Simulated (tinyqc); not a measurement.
Thin (001) film in sp3s* tight binding with raised dangling bonds: one step. Levels of the small film. The numbers come from values chosen for the exercise (near a published set for InAs, fitted to gaps, whose masses and valley positions are rough).

s, pz, s* block (eV):
```
          sa1       za1      *a1       sc2       zc2       *c2       sa3       za3       *a3       sc4       zc4
sa1  -7.02015  -2.50000        0  -2.80750   1.51300         0         0         0         0         0         0
za1  -2.50000   3.41285        0  -2.71450   0.92050  -1.96050         0         0         0         0         0
*a1         0         0  7.39985         0   1.68050         0         0         0         0         0         0
sc2  -2.80750  -2.71450        0  -2.72215         0         0  -2.80750   2.71450         0         0         0
zc2   1.51300   0.92050  1.68050         0   3.71285         0  -1.51300   0.92050  -1.68050         0         0
*c2         0  -1.96050        0         0         0   6.75185         0   1.96050         0         0         0
sa3         0         0        0  -2.80750  -1.51300         0  -9.52015         0         0  -2.80750   1.51300
za3         0         0        0   2.71450   0.92050   1.96050         0   0.91285         0  -2.71450   0.92050
*a3         0         0        0         0  -1.68050         0         0         0   7.39985         0   1.68050
sc4         0         0        0         0         0         0  -2.80750  -2.71450         0  -2.72215         0
zc4         0         0        0         0         0         0   1.51300   0.92050   1.68050         0   3.71285
*c4         0         0        0         0         0         0         0  -1.96050         0         0         0
sa5         0         0        0         0         0         0         0         0         0  -2.80750  -1.51300
za5         0         0        0         0         0         0         0         0         0   2.71450   0.92050
*a5         0         0        0         0         0         0         0         0         0         0  -1.68050

          *c4       sa5      za5       *a5
sa1         0         0        0         0
za1         0         0        0         0
*a1         0         0        0         0
sc2         0         0        0         0
zc2         0         0        0         0
*c2         0         0        0         0
sa3         0         0        0         0
za3  -1.96050         0        0         0
*a3         0         0        0         0
sc4         0  -2.80750  2.71450         0
zc4         0  -1.51300  0.92050  -1.68050
*c4   6.75185         0  1.96050         0
sa5         0  -7.02015  2.50000         0
za5   1.96050   2.50000  3.41285         0
*a5         0         0        0   7.39985
```

u, v block (eV):
```
         ua1       va1       uc2       vc2       ua3       va3       uc4       vc4       ua5      va5
ua1  0.91285         0   3.15300         0         0         0         0         0         0        0
va1        0   5.91285         0  -1.31200         0         0         0         0         0        0
uc2  3.15300         0   3.71285         0  -1.31200         0         0         0         0        0
vc2        0  -1.31200         0   3.71285         0   3.15300         0         0         0        0
ua3        0         0  -1.31200         0   0.91285         0   3.15300         0         0        0
va3        0         0         0   3.15300         0   0.91285         0  -1.31200         0        0
uc4        0         0         0         0   3.15300         0   3.71285         0  -1.31200        0
vc4        0         0         0         0         0  -1.31200         0   3.71285         0  3.15300
ua5        0         0         0         0         0         0  -1.31200         0   5.91285        0
va5        0         0         0         0         0         0         0   3.15300         0  0.91285
```

Problem. Diagonalise both blocks.

Give: levels of the s, pz, s* block; levels of the u, v block.

Solution.

levels of the s, pz, s* block (eV): -12.049  -9.869  -8.759  -4.201  -0.458  1.973  2.540  3.152  3.758  4.266  7.400  7.852  8.116  9.011  9.130

levels of the u, v block (eV): -1.839  -1.839  -0.650  -0.650  4.581  4.581  5.984  5.984  7.089  7.089

No level lies between 0 and the bulk edge 0.442 eV; confinement has widened the gap at zero in-plane momentum to 2.431 eV.

tinyqc: `OMP_NUM_THREADS=1 python tinyqc.py 1480431 1480432 out.jsonl`; about 0.5 s, one thread, shared Intel(R) Xeon(R) Processor @ 2.30GHz.
